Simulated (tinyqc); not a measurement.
Inside a calculation. Method: plane-wave Kohn-Sham cycle with exchange-only LDA in a layered model solid. Computed by tinyqc, a small Python program that keeps every step. Settings: points = 16, plane-wave index or count = 2, electrons = 4, k points = 2, area = 20.0, mixing = 1.0, iteration cap = 68. Command: `OMP_NUM_THREADS=1 python tinyqc.py 23563 23564 out.jsonl` (the two numbers bound the seeds that draw the settings). One thread of a shared host (Intel(R) Xeon(R) Processor @ 2.60GHz), about 0.02 s of CPU time with the checks.

A solid whose potential varies along x alone (atomic units):
```
parameter                      value
period a                   14.400000
cross-section of the cell  20.000000
electrons per cell                 4
grid points                       16
plane waves -n..n, n               2
k points                           2
V1 in V1 cos(2 pi x/a)     -0.290000
V2 in V2 cos(4 pi x/a)     -0.200000
```

Stop when sqrt(dV sum R^2) is below 1e-8, dV = a A/N.

Course of the cycle:
```
iteration  E (hartree)  norm of the residual
1          -1.02116261              2.01e-01
2          -3.15064774              4.25e-01
3          -5.19822470              4.54e-01
4          -3.77756741              4.55e-01
5          -5.22884619              4.55e-01
6          -3.77801912              4.55e-01
7          -5.22886795              4.55e-01
8          -3.77801960              4.55e-01
9          -5.22886798              4.55e-01
10         -3.77801960              4.55e-01
11         -5.22886798              4.55e-01
...                ...                   ...
58         -3.77801960              4.55e-01
59         -5.22886798              4.55e-01
60         -3.77801960              4.55e-01
61         -5.22886798              4.55e-01
62         -3.77801960              4.55e-01
63         -5.22886798              4.55e-01
64         -3.77801960              4.55e-01
65         -5.22886798              4.55e-01
66         -3.77801960              4.55e-01
67         -5.22886798              4.55e-01
68         -3.77801960              4.55e-01
```

Can the last value be used, and what does the course show?

Not by the stop rule. Not converged within 68 iterations: the residual has stopped falling: the iteration swings between two states. Reruns (cap 100 unless said): mixing 0.1: not converged; mixing 0.5, Kerker q0 1.0: converged in 67 (E = -0.78871); mixing 0.3, Pulay depth 5: converged in 15 (E = -0.78871); the original settings with a cap of 400: not converged.
